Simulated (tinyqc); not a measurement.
Worked calculation: inter-valley coupling by envelope functions against a chain of atomic planes. Values are carried at full precision from step to step, so a last printed digit may differ when a step is redone from the rounded ones.

Chain: E(phi) = e0 + 2 v cos(phi) + 2 u cos(2 phi), cos(phi0) = -v/(4u), e0 = 2u + v^2/(4u); plane j = 0, 1, ... has the potential V_j = dE x_j + F (j - 30) a/4 (1 MV/m = 1e-4 V/angstrom). There are 30 barrier planes a side; with y = j - 29.5, x_j = xb (f(y) + f(Nw - y)), f(y) = 1/(1 + exp(y/L)), plus any Ge added in the well. The valley splitting is the spacing of the two lowest levels. Envelope theory: F_j solves a one-valley chain with hopping -b and diagonal 2b + V_j, b = 4u sin^2(phi0), sum F_j^2 = 1; the valleys couple by Dv = sum_j F_j^2 V_j exp(-2 i phi0 j) and split by 2|Dv|.

Constants: hbar^2/2m0 = 3.80998211 eV angstrom^2.

Inputs chosen for the exercise (near those of the Delta valleys of silicon in a SiGe well; shifted at random, so the results belong to these values and not to a real crystal):
```
symbol  value  unit      meaning
a       5.431  angstrom  lattice constant; planes lie a/4 apart
u       0.606  eV        second-neighbour hopping
v       0.56   eV        nearest hopping
Nw      38               planes in the well
L       1.25   planes    interface width
xb      0.26             Ge fraction of the barriers
dE      0.6    eV        offset per unit Ge fraction
F       2      MV/m      field
js      48               plane j of a Ge spike (the well starts at j = 30)
xs      0.14             Ge fraction added on that plane
```

## Valley phase, mass and the wavelengths that couple the valleys

phi0; b = 4u sin^2(phi0); mass m/m0 = c/(b (a/4)^2), c = hbar^2/2m0. A potential couples the valleys if its phase advances by 2 phi0 a plane, or, since only whole planes count, by 2 pi - 2 phi0: periods pi/phi0 and pi/(pi - phi0) planes.

phi0 = 1.80393 rad
b = 2.29463 eV
mass = 0.9007 m0

periods (planes): pi/phi0 1.7415, pi/(pi - phi0) 2.3486

longer period = 3.1888 angstrom

## The smooth well

Lowest doublet of the chain and the envelope result.

level (meV): chain 16.687, envelope 16.723

splitting (micro-eV): chain 0.489, envelope 0.480

planes covered, 1/sum F^4 = 29.58
largest F_j^2 = 0.04558

The levels agree within 0.04 meV. A graded interface has little Fourier weight at 2 phi0, so the splitting is a small remainder of cancelling terms; the envelope value is 0.98 times that of the chain.

## One plane of added Ge, to first order

F_j^2 of the smooth well on that plane = 0.04526

F_j is the envelope on plane j (sum F_j^2 = 1) and Dv the coupling of the two valleys, which split by 2|Dv|. A single plane has Fourier weight at all wavelengths: it adds dE xs F_j^2 to |Dv|, so the splitting is about 2 dE xs F_j^2 if this term rules, and the mean of the doublet rises by dE xs F_j^2.

splitting = 7604 micro-eV
rise of the mean level = 3.802 meV

The chain with the spike gives 6480 micro-eV and a rise of 3.240 meV; the envelope solved with the spike gives 6442. First order is +17 % off: the state draws back from the spike, which the envelope solved anew includes.

## Checks

- Splitting with a weak spike (0.02) on plane j = 42 from the envelope against the chain (micro-eV): 927 against 929.

tinyqc: `OMP_NUM_THREADS=1 python tinyqc.py 1451116 1451117 out.jsonl`; about 0.04 s, one thread, shared Intel(R) Xeon(R) Processor @ 2.30GHz.
